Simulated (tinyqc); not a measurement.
## Scale length and length offset from two DIBL values

Question. DIBL = exp(-Le/(2 l)) + 2 exp(-Le/l) with Le = L - dL. Find l, dL and the drawn length for a DIBL of 100 mV/V.

DIBL at drawn lengths 150 and 270 nm (mV/V): [72.399383, 7.0501425]

Answer. With e = exp(-Le/(2 l)), 2 e^2 + e = DIBL gives e and so Le/l at each length; Le/l is a straight line in L with slope 1/l.

l = 27.0 nm
dL = 1.70 nm
length for 100 mV/V = 135 nm

Computed by the program tinyqc: `OMP_NUM_THREADS=1 python tinyqc.py 2002007 2002008 out.jsonl`, one thread of a shared Intel Xeon 2.30GHz, about 0.01 s for the whole run.
